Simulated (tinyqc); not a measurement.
A chain with uneven site energies and dephasing by Buettiker voltage probes: two steps of the calculation.

Sites 1 to 6 form a chain with hopping -t. Lead L joins site 1 and lead R site 6, both semi-infinite chains with hopping -t and site energy 0. Every site carries a probe with self-energy -i Gamma_p/2 that draws no net current. Linear response at zero temperature: mu_L = 1, mu_R = 0 in units of the bias.

Inputs (values chosen for the exercise): probe broadening Gamma_p gp = 1.5 eV.

Constants: q = 1.602176634e-19 C, h = 6.62607015e-34 J s. Results are converted to the units shown.

Task 1. Transmissions between terminals. With Gamma the broadening by one lead, T_RL = Gamma^2 |G_(6,1)|^2, T_pL = Gamma Gamma_p |G_(p,1)|^2, T_pR = Gamma Gamma_p |G_(p,6)|^2, T_pq = Gamma_p^2 |G_(p,q)|^2 for p != q.

G (1/eV):
```
                         1                        2                        3                        4
1   0.12322556-0.12658943i   0.16457840+0.04039352i  -0.09428772+0.06481324i   0.00491861-0.10210015i
2   0.16457840+0.04039352i  -0.20920087-0.27954073i   0.23487651+0.02011676i  -0.14135403+0.15612179i
3  -0.09428772+0.06481324i   0.23487651+0.02011676i   0.12077143-0.15593948i   0.04554888+0.17022319i
4   0.00491861-0.10210015i  -0.14135403+0.15612179i   0.04554888+0.17022319i   0.13902542-0.43391596i
5   0.04828980+0.05146643i  -0.00957640-0.14509172i  -0.10631887-0.05914088i   0.14850749+0.27732735i
6  -0.04661718+0.01694465i   0.09637910+0.03398668i   0.06764185-0.05230588i  -0.22026898+0.01914787i

                         5                        6
1   0.04828980+0.05146643i  -0.04661718+0.01694465i
2  -0.00957640-0.14509172i   0.09637910+0.03398668i
3  -0.10631887-0.05914088i   0.06764185-0.05230588i
4   0.14850749+0.27732735i  -0.22026898+0.01914787i
5   0.04383415-0.32059638i   0.19496481+0.11708294i
6   0.19496481+0.11708294i   0.01611007-0.24646681i
```

Gamma = 3.4695101 eV

Give: T_RL; T_pL; T_pR; T_pq.

Result 1.

T_RL = 0.029616

```
probe     T_pL     T_pR
1      0.16242  0.01280
2      0.14945  0.05435
3      0.06813  0.03805
4      0.05438  0.25441
5      0.02592  0.26916
6      0.01280  0.31749
```

T_pq:
```
         1        2        3        4        5        6
1  0.00000  0.06461  0.02945  0.02351  0.01121  0.00554
2  0.06461  0.00000  0.12504  0.09980  0.04757  0.02350
3  0.02945  0.12504  0.00000  0.06986  0.03330  0.01645
4  0.02351  0.09980  0.06986  0.00000  0.22267  0.10999
5  0.01121  0.04757  0.03330  0.22267  0.00000  0.11637
6  0.00554  0.02350  0.01645  0.10999  0.11637  0.00000
```

Task 2. Probe potentials and effective transmission. No current into probe p: W mu = T_pL with W_pp = T_pL + T_pR + sum_q T_pq and W_pq = -T_pq. Then T_eff = T_RL + sum_p T_pR mu_p, and the resistance is (h/2q^2)/T_eff.

T_RL = 0.029615654

```
probe        T_pL        T_pR
1      0.16242211  0.01280396
2      0.14945444  0.05435347
3      0.06812867  0.03805007
4      0.05437745  0.25441084
5      0.02592087  0.26916299
6      0.01280396  0.31748838
```

T_pq:
```
            1           2           3           4           5           6
1  0.00000000  0.06461479  0.02945459  0.02350942  0.01120657  0.00553564
2  0.06461479  0.00000000  0.12503623  0.09979869  0.04757246  0.02349906
3  0.02945459  0.12503623  0.00000000  0.06986393  0.03330303  0.01645048
4  0.02350942  0.09979869  0.06986393  0.00000000  0.22267111  0.10999140
5  0.01120657  0.04757246  0.03330303  0.22267111  0.00000000  0.11636931
6  0.00553564  0.02349906  0.01645048  0.10999140  0.11636931  0.00000000
```

Give: W; mu_p; T_eff; resistance.

Result 2.

W:
```
         1        2        3        4        5        6
1   0.3095  -0.0646  -0.0295  -0.0235  -0.0112  -0.0055
2  -0.0646   0.5643  -0.1250  -0.0998  -0.0476  -0.0235
3  -0.0295  -0.1250   0.3803  -0.0699  -0.0333  -0.0165
4  -0.0235  -0.0998  -0.0699   0.8346  -0.2227  -0.1100
5  -0.0112  -0.0476  -0.0333  -0.2227   0.7262  -0.1164
6  -0.0055  -0.0235  -0.0165  -0.1100  -0.1164   0.6021
```

mu_p, probe 1 to 6: 0.7094  0.5222  0.4787  0.2626  0.2072  0.1493
T_eff = 0.2553
resistance = 50.56 kohm

tinyqc, about 0.01 s, one thread, Intel Xeon 2.30GHz (shared host): `OMP_NUM_THREADS=1 python tinyqc.py 2700114 2700115 out.jsonl`
